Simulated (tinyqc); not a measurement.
Worked calculation: two-mode optical phonons of a ternary alloy from two coupled oscillators. Computed by tinyqc, a small Python program that keeps every step. Command: `OMP_NUM_THREADS=1 python tinyqc.py 3001058 3001059 out.jsonl twomode walk`. One thread of a shared host (Intel(R) Xeon(R) Processor @ 2.30GHz), about 0.01 s of CPU time with the checks. Intermediate numbers are printed to about 6 digits and carried at full precision; extremes and crossings named in words are read from the listed rows.

An alloy A(x)B(1-x)C has an A-C and a B-C bond oscillator. Each TO frequency moves linearly from the impurity mode (dilute end) to the TO of the pure crystal; each strength is proportional to the number of bonds.

Inputs (values chosen for the exercise, modelled on In(x)Ga(1-x)As, with A-C the InAs-like and B-C the GaAs-like bond):

| quantity | value | unit |
|---|---|---|
| omega_TO of pure AC | 217.6 | 1/cm |
| omega_LO of pure AC | 241.1 | 1/cm |
| omega_TO of pure BC | 268.1 | 1/cm |
| omega_LO of pure BC | 293 | 1/cm |
| eps_inf of AC | 12.6 | - |
| eps_inf of BC | 10.8 | - |
| impurity mode of A in BC | 233.2 | 1/cm |
| impurity mode of B in AC | 243.1 | 1/cm |
| fraction x of A | 0.6 | - |
| damping gamma | 9.9 | 1/cm |
| electron mass m* | 0.045 | m_0 |

Constants: e^2/(4 pi eps_0) = 14.39964548 eV angstrom; hbar^2/(2 m_0) = 3.80998212 eV angstrom^2; 1 THz = 33.35640952 1/cm; h x 1 THz = 4.135667696 meV.

## The two oscillators

omega_1 = (impurity mode of A) + x (omega_TO,AC - impurity mode of A); omega_2 = (impurity mode of B) + (1 - x)(omega_TO,BC - impurity mode of B); eps_inf = x eps_AC + (1 - x) eps_BC; strengths W_1 = x eps_AC (omega_LO,AC^2 - omega_TO,AC^2), W_2 = (1 - x) eps_BC (omega_LO,BC^2 - omega_TO,BC^2).

omega_1 (A-C, TO) = 223.84 1/cm

omega_2 (B-C, TO) = 253.1 1/cm

eps_inf = 11.88

W_1 = 81492.6 1/cm^2

W_2 = 60356.4 1/cm^2

## LO modes, coupled by the field

eps(omega) = eps_inf + W_1/(omega_1^2 - omega^2) + W_2/(omega_2^2 - omega^2) = 0 is the eigenproblem of the matrix [[omega_1^2 + W_1/eps_inf, sqrt(W_1 W_2)/eps_inf], [sqrt(W_1 W_2)/eps_inf, omega_2^2 + W_2/eps_inf]] for omega_LO^2. Uncoupled values keep the diagonal alone. eps_s = eps_inf + W_1/omega_1^2 + W_2/omega_2^2.

matrix (1/cm^2):
```
         1        2
1  56964.0   5903.4
2   5903.4  69140.1
```

lower LO mode = 233.606 1/cm

upper LO mode = 267.455 1/cm

uncoupled values (1/cm): 238.671  262.945

eps_s = 14.4486

The field pushes the upper mode up by 4.51 and the lower one down by 5.07 per cm; the lower LO stays between the two TO modes.

## Share of the polar coupling

The polar coupling of mode j is c_j = (u_j . sqrt(W))^2/(eps_inf^2 omega_j^2), u_j its eigenvector and omega_j here its LO frequency; the c_j add up to 1/eps_inf - 1/eps_s. Froehlich constant alpha_j = (e^2/(4 pi eps_0)) c_j k_j/(2 E_j), E_j = h c omega_j, k_j = sqrt(m* E_j/(hbar^2/(2 m_0))).

c_j, lower and upper mode: 0.00385479  0.0111097

share of the upper mode = 0.742403

alpha_j, lower and upper mode: 0.0177232  0.0477374

The upper mode holds 74 % of the coupling, against 37 % of the ionic part of eps_s for the upper oscillator: the field moves strength to the higher mode.

## Reflectivity

With damping, each denominator is omega_j^2 - omega^2 - i gamma omega; R = |(sqrt(eps) - 1)/(sqrt(eps) + 1)|^2.

Spectrum:

| omega (1/cm) | Re eps | Im eps | R |
|---|---|---|---|
| 210 | 26.9908 | 4.50789 | 0.462431 |
| 224 | 14.9330 | 37.3869 | 0.594076 |
| 229 | -1.08041 | 18.4064 | 0.534784 |
| 234 | 3.95119 | 8.51196 | 0.335714 |
| 238 | 8.24322 | 6.32282 | 0.302083 |
| 253 | 6.69009 | 25.1100 | 0.538976 |
| 260 | -3.83196 | 8.77925 | 0.514608 |
| 267 | 0.727944 | 3.16523 | 0.202045 |
| 273 | 3.17903 | 1.76001 | 0.113206 |
| 294 | 6.99884 | 0.523563 | 0.204582 |

## Modes across the composition range

The formulas are those given above.

Frequencies (1/cm):

| x | TO, A-C | TO, B-C | lower LO | upper LO | coupling share of the upper LO | eps_s |
|---|---|---|---|---|---|---|
| 0.02 | 232.888 | 267.60 | 233.188 | 292.176 | 0.991240 | 12.9511 |
| 0.10 | 231.640 | 265.60 | 233.149 | 288.872 | 0.956645 | 13.1582 |
| 0.20 | 230.080 | 263.10 | 233.123 | 284.716 | 0.914168 | 13.4170 |
| 0.35 | 227.740 | 259.35 | 233.159 | 278.397 | 0.851131 | 13.8047 |
| 0.50 | 225.400 | 255.60 | 233.345 | 271.918 | 0.787133 | 14.1915 |
| 0.65 | 223.060 | 251.85 | 233.799 | 265.160 | 0.718832 | 14.5770 |
| 0.80 | 220.720 | 248.10 | 234.802 | 257.841 | 0.638008 | 14.9606 |
| 0.90 | 219.160 | 245.60 | 236.202 | 252.223 | 0.561868 | 15.2151 |
| 0.98 | 217.912 | 243.60 | 238.888 | 246.157 | 0.415134 | 15.4179 |

The upper LO moves from 292.2 to 246.2 and the lower from 233.2 to 238.9 per cm. At each dilute end one LO-TO pair closes onto an impurity mode. The upper LO shifts by -0.44 per cm for each per cent of x near the middle, which is how Raman spectra measure composition. Its share of the polar coupling passes one half between x = 0.9 and 0.98.

Checks made by the program: generalised Lyddane-Sachs-Teller relation (relative difference below 1e-10); sum of the couplings (relative difference below 1e-10).
